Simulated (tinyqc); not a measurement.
Six-band hole subbands of a thin body in a field, step by step. Values are carried at full precision from step to step, so a last printed digit may differ when a step is redone from the rounded ones.

Constants: hbar^2/2m0 = 3.80998211 eV angstrom^2.

Inputs chosen for the exercise (near those of a p-type Si channel; shifted at random, so the results belong to these values and not to a real crystal): S = (7.61, -2.11, 12.46) 1/TPa (compliances s11, s12, s44); sx = -1 GPa (stress along the channel [1-10], negative in compression); b = -2.09 eV (tetragonal potential); d = -4.77 eV (trigonal potential); g1 = 4.27 (Luttinger gamma1); g2 = 0.34 (gamma2); g3 = 1.45 (gamma3); face = 111 (surface); Dso = 0.044 eV (spin-orbit splitting); t = 60 angstrom (body thickness); F = 0.5 MV/cm (field across the body); kmax = 0.1 1/angstrom (end of the path).

## Strain and its block

exx = eyy = (s11 + s12) sx/2, ezz = s12 sx, exy = -s44 sx/4 (1 GPa/TPa = 1e-3). With e0 the traceless part, B_XX = 2b e0xx - b (e0yy + e0zz) and B_XY = sqrt(3) d exy.

strain, lower triangle:
```
           x          y         z
x  -0.002750
y   0.003115  -0.002750
z          0          0  0.002110
```

B (eV), lower triangle:
```
          X        Y         Z
X   0.01016
Y  -0.02574  0.01016
Z         0        0  -0.02031
```

## Confinement masses without spin-orbit coupling

C(n n^T)/c has C_XX = (g1 + 4 g2) nx^2 + (g1 - 2 g2)(ny^2 + nz^2) and C_XY = 6 g3 nx ny, n the unit normal; its eigenvalues are the inverse masses along n.

C(n n^T)/c, lower triangle:
```
        X       Y       Z
X  4.2700
Y  2.9000  4.2700
Z  2.9000  2.9000  4.2700
```

masses (m0): 0.7299  0.7299  0.0993

## The matrix for one sine at q = 0

Basis X, Y, Z times spin, hole energies counted downwards from the unstrained edge (the hydrostatic shift is left out), c = hbar^2/2m0. For a symmetric tensor T let C(T) have C_XX = L Txx + M (Tyy + Tzz), C_XY = N Txy (cyclic), L = c (g1 + 4 g2), M = c (g1 - 2 g2), N = 6 c g3. k = q + kz n, n the unit normal, q = k1 u + k2 v with u along the channel [1-10] and v = n x u. H = C(k k^T) + (Dso/3)(1 - L.sigma) - B + e F z with (L_k)_ij = -i epsilon_kij; B is the block C built from the traceless strain with 2b, -b and sqrt(3) d in place of L, M, N. Strain: exx = eyy = (s11 + s12) sx/2, ezz = s12 sx, exy = -s44 sx/4. Hard walls at z = 0 and t; basis sin(j pi z/t), j = 1 to Nz: kz^2 = (j pi/t)^2, kz = -i D with D_jl = 4 j l/(t (j^2 - l^2)), z_jj = t/2 and z_jl = -8 t j l/(pi (j^2 - l^2))^2 for j + l odd; 1 MV/cm = 0.01 eV/angstrom.

Nz = 1, in meV.

H (meV), lower triangle (Hermitian):
```
              X+       Y+      Z+            X-      Y-      Z-
X+        199.11
Y+  56.03-14.67i   199.11
Z+         30.29    30.29  229.58
X-             0        0   14.67        199.11
Y-             0        0  14.67i  56.03+14.67i  199.11
Z-        -14.67  -14.67i       0         30.29   30.29  229.58
```

## Its levels

Diagonalise; the levels come in pairs. Give each pair and its weights on X, Y, Z, summed over spin and averaged over the pair.

levels (meV): 138.60  197.87  291.33

weights:
```
   pair 1  pair 2  pair 3
X   0.483   0.197   0.320
Y   0.483   0.197   0.320
Z   0.034   0.605   0.361
```

## More sines

The four lowest pairs at q = 0.

Hole energies (meV):
```
Nz  pair 1  pair 2  pair 3  pair 4
1   138.60  197.87  291.33       -
2   102.13  162.33  218.44  273.25
4    93.36  153.87  183.15  242.80
8    93.18  153.69  182.39  242.08
16   93.18  153.69  182.39  242.07
```

One sine is 45.43 meV off in the top subband, since the field mixes the sines. The second pair lies 60.5 meV deeper.

## Dispersion of the top subband

Nz = 14; the two lowest levels (spin-split where the field breaks inversion), in meV from their value at q = 0.

Energies (meV):
```
|q| (1/angstrom)     u a     u b    v a    v b
0.025              15.39   16.79   2.35   2.64
0.050              53.35   55.08   8.45   8.75
0.075              80.52   83.71  17.36  17.56
0.100             109.01  113.03  29.22  29.34
```

From the mean of each pair in the first row, c q^2/E gives 0.15 m0 along u and 0.95 m0 along v. The largest distance between a and b in the table is 4.02 meV. These masses hold for the first row only: the band bends further out.

## Checks

- Top level at q = 0 on (001) without field and stress against c (g1 - 2 g2)(pi/t)^2, eV: both 0.03750.
- Hermiticity, and E(q) against E(-q): they agree to 1e-10 or better.

tinyqc: `OMP_NUM_THREADS=1 python tinyqc.py 1252790 1252791 out.jsonl`; about 0.4 s, one thread, shared Intel(R) Xeon(R) Processor @ 2.30GHz.
